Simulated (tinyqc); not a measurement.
Thinning the film: dielectric confinement in a thin film (image charges).

A film |z| < t/2 of dielectric constant eps between half-spaces of dielectric constant e2; lam = (eps - e2)/(eps + e2), q = e^2/(4 pi eps0). The self-energy of a band edge is taken with the high-frequency value, e2 = eh, and the field of a fixed ion with the static one, e2 = eo. A charge at z has images lam^|n| at n t + (-1)^n z. Its self-energy is S(z) = (q/2 eps) sum over n >= 1 of lam^n [1/(n t - 2z) + 1/(n t + 2z)] for odd n and 2 lam^n/(n t) for even n; at the centre S(0) = -(q/(eps t)) ln(1 - lam).

Donor at the centre, lam from the static eo, trial function cos(pi z/t) exp(-rho/l): E(l) = c/(m l^2) - (q/eps) times the integral over k of F(k t) (1 + (k l/2)^2)^(-3/2), with F(x) = F0 + 2 lam exp(-x) G/(1 - lam exp(-x)), F0 = 2[(1 - exp(-x/2))/x + x (1 + exp(-x/2))/(x^2 + 4 pi^2)], G = 2 sinh(x/2)[1/x - x/(x^2 + 4 pi^2)]; c = hbar^2/2m0. The binding energy is -E at the minimum, counted from the subband edge with its self-energy.

Constants: e^2/(4 pi eps0) = 14.39964547 eV angstrom; hbar^2/2m0 = 3.80998211 eV angstrom^2; Ry = 13.60569312 eV.

Parameters, chosen for this exercise (near those of an InGaAs film between layers of a low-k oxide; the results hold for these values, not for the real material): eps = 13 (dielectric constant of the film); eh = 2 (high-frequency dielectric constant outside); eo = 2.7 (static dielectric constant outside); m = 0.044 m0 (mass in the plane); mz = 0.045 m0 (mass across the film); ts = (12, 18, 26, 38, 55, 80, 120) angstrom (thicknesses).

<S> is the mean over (2/t) cos^2(pi z/t); confinement c (pi/t)^2/mz; donor binding with and without images.

Results:

| t (angstrom) | <S> (meV) | confinement (meV) | binding, no images (meV) | binding (meV) | l (angstrom) |
|---|---|---|---|---|---|
| 12 | 137.0 | 5802.9 | 13.1 | 96.9 | 42.0 |
| 18 | 91.4 | 2579.1 | 12.7 | 78.7 | 48.4 |
| 26 | 63.2 | 1236.1 | 12.2 | 64.4 | 55.2 |
| 38 | 43.3 | 578.7 | 11.5 | 51.8 | 63.6 |
| 55 | 29.9 | 276.2 | 10.8 | 41.5 | 73.1 |
| 80 | 20.6 | 130.6 | 9.9 | 32.9 | 84.3 |
| 120 | 13.7 | 58.0 | 8.9 | 25.4 | 98.5 |

Between 120 and 12 angstrom the binding goes from 25.4 to 96.9 meV; quantum confinement alone would take it from 8.9 to 13.1, so the images supply +16.5 and +83.8 meV. |<S>| goes as 1/t and exceeds the confinement energy beyond 508 angstrom. Hard-wall energies above 300 meV (up to t = 38 angstrom) overstate the confinement: walls are finite and valleys non-parabolic.

(tinyqc, `OMP_NUM_THREADS=1 python tinyqc.py 1280854 1280855 out.jsonl`, Intel(R) Xeon(R) Processor @ 2.30GHz, 1 thread, shared host, about 0.03 s.)
